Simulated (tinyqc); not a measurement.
Linear model of a band gap against the share of exact exchange, step by step. Values are carried at full precision from step to step, so a last printed digit may differ when a step is redone from the rounded ones.

E(alpha) = E0 + S alpha. A wider gap screens less, modelled in the Penn form eps(alpha) = 1 + (e0 - 1)(EP/(EP + S alpha))^2 with a scale EP chosen for the exercise. A dielectric-dependent hybrid takes alpha = 1/eps.

Inputs chosen for the exercise (of the order of those of SiC; not measured data): E0 = 2.29 eV (gap of the semi-local functional); S = 6.55 eV (slope dE/d(alpha)); e0 = 7.13 (optical dielectric constant at alpha = 0); EP = 19.3 eV (energy scale of the screening); Et = 3.28 eV (target gap); a_start = 0.25 (starting alpha); fv = 0.49 (share of the opening taken by the valence edge); Ed = 1.85 eV (defect level above the semi-local valence top); cd = 0 (shift of the level per unit opening, on the scale of the mean potential).

## Fixed shares

Gap, error against the target and eps for alpha = 0, 0.25 and 1/e0; and the alpha that meets the target, (Et - E0)/S.

Results:
```
alpha   E (eV)  E - Et (eV)    eps
0.0000   2.290       -0.990  7.130
0.2500   3.928        0.647  6.209
0.1403   3.209       -0.071  6.586
```

alpha for the target = 0.1511

A quarter of exact exchange overshoots the target by 0.65 eV: the material needs 0.151, and 1/e0 = 0.140 lies closer to it than 0.25 does.

## Self-consistent share

Iterate alpha -> 1/eps(alpha) seven times from a_start. The fixed point solves alpha eps(alpha) = 1; the contraction factor there is 2 (eps - 1) S/((EP + S alpha) eps^2).

Iterates:
```
step    alpha     eps  E (eV)
0     0.25000  6.2087  3.9275
1     0.16107  6.5110  3.3450
2     0.15359  6.5377  3.2960
3     0.15296  6.5399  3.2919
4     0.15291  6.5401  3.2915
5     0.15290  6.5401  3.2915
6     0.15290  6.5401  3.2915
7     0.15290  6.5401  3.2915
```

fixed point = 0.15290
contraction factor = 0.0836

The factor is positive, so the iterates approach from one side, the error shrinking to 0.08 of itself each step; the gap is within 0.01 eV of its limit from step 2. Self-consistency moves the gap by +0.083 eV against the one-shot choice 1/e0, since a wider gap screens less.

## Band edges and a deep level

The opening c = S alpha lowers the valence top by fv c and raises the conduction edge by (1 - fv) c, both against the mean potential; the level moves by cd c. Use the fixed point. Compare with stretching the level in proportion to the gap and with pinning it to either edge.

opening c = 1.002 eV

shifts of the valence and conduction edges (eV): [-0.491, 0.511]

level above the valence top = 2.341 eV
level below the conduction edge = 0.951 eV

level above the valence top: stretched, tied to the valence edge, tied to the conduction edge (eV): [2.659, 1.850, 2.852]

The three recipes err by +0.32, -0.49 and +0.51 eV against alignment through the mean potential. A localised level with cd = 0 stays put while the edges move away from it.

## Checks

- Fixed point by bisection against 60 substitutions: both 0.15290.

Program tinyqc; command `OMP_NUM_THREADS=1 python tinyqc.py 1850995 1850996 out.jsonl`; about 0.01 s on one thread of a shared Intel(R) Xeon(R) Processor @ 2.30GHz.
